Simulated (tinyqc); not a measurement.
Rapid thermal processing of a wafer: radiative balance, ramp and cooling, pattern effects, pyrometer error and spike budget: one step, computed by the program tinyqc.

The wafer is opaque and uniform through its thickness unless said otherwise; temperatures in formulas are in kelvin (C + 273.15). sigma = 5.670374419e-12 W/(cm^2 K^4).

Question. Power to hold and to ramp. Effective emissivity between parallel grey plates: eps_eff = 1/(1/eps + 1/(1 - r) - 1). Loss per area q(T) = 2 eps_eff sigma (T^4 - T_w^4) + h (T - T_w). Absorbed power during a ramp = q(T) + C d x ramp rate; thermal time constant tau = C d/(dq/dT), dq/dT = 8 eps_eff sigma T^3 + h; natural cooling rate q/(C d); front-to-back difference under one-sided heating at the end of the ramp = (absorbed power) d/(2 k).

Inputs (values chosen for the exercise, modelled on a hot silicon wafer):
```
quantity                                              value         unit
wafer thickness d                                       725   micrometre
heat capacity per volume C                                2   J/(cm^3 K)
thermal conductivity k                                 0.27     W/(cm K)
emissivity eps of each face                            0.59            -
reflectivity of the chamber walls r                    0.76            -
gas heat-transfer coefficient h, both faces together   0.68  mW/(cm^2 K)
wall temperature T_w                                    500            K
process temperature                                     834            C
ramp rate                                               100          K/s
```

Give: eps_eff; holding power q; power at the end of the ramp; dq/dT; time constant tau; natural cooling rate; front-to-back difference.

Answer.

eps_eff = 0.2057

holding power q = 3.772 W/cm^2

power at the end of the ramp = 18.27 W/cm^2

dq/dT = 13.34 mW/(cm^2 K)

time constant tau = 10.87 s

natural cooling rate = 26.01 K/s

front-to-back difference = 2.453 K

Radiation carries 89 % of the loss. The ramp needs 4.8 times the holding power.
